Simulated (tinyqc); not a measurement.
# Worked calculation: ESD clamp with bipolar snapback, compact model and design window

Computed by the program tinyqc: `OMP_NUM_THREADS=1 python tinyqc.py 2670001 2670002 out.jsonl`, one thread of a shared Intel Xeon 2.30GHz, about 0.01 s for the whole run. Printed values are rounded.

The drain junction multiplies the current that enters it: Igen = (M - 1)(Ic + I0), M = 1/(1 - (Vj/BV)^n). The generated holes leave through the substrate resistance and the base of the parasitic npn: Igen = Vb/Rb + Ic/be, Ic = Is exp(Vb/Vt). Terminal current I = Ic + I0 + Igen and voltage V = Vj + I Ro, per width. Isothermal, constant gain.

Inputs (values chosen for the exercise); values close to those of grounded-gate n-channel clamps: temperature T = 300 K; junction breakdown voltage BV = 6.7 V; exponent of the multiplication n = 3.3; current gain of the parasitic npn be = 5.5; saturation current Is = 4.1e-17 A/um; junction leakage I0 = 3.5e-11 A/um; substrate resistance Rb = 87000 ohm um; drain ballast and contact resistance Ro = 440 ohm um; failure current for 100 ns It2 = 11.4 mA/um; finger width Wf = 30 um; number of fingers Nf = 10; human-body-model level Lv = 2 kV; oxide breakdown voltage for 100 ns Vox = 8.7 V; supply voltage Vdd = 1.8 V.

Constants: q = 1.602176634e-19 C, kB = 1.380649e-23 J/K, Vt = kB T/q. Results are converted to the units shown.

## The snapback curve

| point | Vb (V) |
|---|---|
| 0 | 0.05 |
| 1 | 0.3 |
| 2 | 0.351 |
| 3 | 0.411 |
| 4 | 0.461 |
| 5 | 0.607 |
| 6 | 0.743 |
| 7 | 0.763 |
| 8 | 0.793 |

For given Vb: Ic, Igen, M = 1 + Igen/(Ic + I0), Vj = BV (1 - 1/M)^(1/n), I and V.

| point | Ic (uA/um) | M | Vj (V) | I (uA/um) | V (V) |
|---|---|---|---|---|---|
| 0 | 2.83627e-10 | 16421.2 | 6.69988 | 0.574748 | 6.70013 |
| 1 | 4.49327e-6 | 87314.0 | 6.69998 | 3.44832 | 6.70149 |
| 2 | 3.23091e-5 | 59940.8 | 6.69997 | 4.03456 | 6.70174 |
| 3 | 3.29064e-4 | 12977.3 | 6.69984 | 4.72456 | 6.70192 |
| 4 | 0.00227637 | 2293.69 | 6.69911 | 5.30158 | 6.70145 |
| 5 | 0.645558 | 11.9889 | 6.52548 | 7.73998 | 6.52889 |
| 6 | 124.347 | 1.25050 | 4.11600 | 155.496 | 4.18442 |
| 7 | 269.538 | 1.21436 | 3.96122 | 327.315 | 4.10524 |
| 8 | 860.196 | 1.19241 | 3.85494 | 1025.71 | 4.30625 |

V peaks at Vt1 = 6.702 V and falls to Vh = 4.105 V: once the npn supplies current, a small M feeds the base. At high current M tends to 1 + 1/be and Vj to BV (1 + be)^(-1/n) = 3.800 V.

## Iteration 1: base voltage at the failure current

Vb at the start = 0.7 V

I(Vb) = Ic (1 + 1/be) + I0 + Vb/Rb, I' = Ic (1 + 1/be)/Vt + 1/Rb; Newton steps on ln I: Vb(new) = Vb - ln(I/It2) I/I'. V follows from the introduction.

I = 0.03589548 mA/um
V = 4.862548 V
I' = 1.088760 mS/um
Vb after iteration 1 = 0.8899272 V

## Iteration 2: base voltage at the failure current

As before.

I = 43.20728 mA/um
V = 22.81230 V
I' = 1670.948 mS/um
Vb after iteration 2 = 0.8554742 V

## Course of the iteration: base voltage at the failure current

Stop when Vb changes by less than 1e-10 V, or after 20 iterations. Vb must stay between 0 and 8 V.

Course of the iteration:

| iteration | Vb (V) | \|change\| (V) |
|---|---|---|
| 1 | 0.8899272 | 0.190 |
| 2 | 0.8554742 | 0.0345 |
| 3 | 0.8554660 | 8.27e-6 |
| 4 | 0.8554660 | 1.07e-12 |

Converged in 4 iterations. At the end the number of correct digits about doubles with each step.

## Design window and human-body level

Vt1 = 6.701922 V
Vh = 4.105198 V
Vt2 = 8.821049 V

Human-body model: 100 pF through 1500 ohm, peak current about (level - Vt2)/1500 ohm, decay time 150 ns. All fingers turn on before the first fails if Vt2 > Vt1; then the clamp carries Nf Wf It2, otherwise in the worst case Wf It2. Margins: Vh - 1.1 Vdd against latching in operation, Vox - max(Vt1, Vt2) for the protected oxide.

peak current = 1.327453 A
current the clamp carries = 3.42 A
level it withstands = 5.138821 kV
holding margin = 2.125198 V
oxide margin = -0.1210492 V

All fingers conduct; the clamp passes the level. The oxide margin is negative.
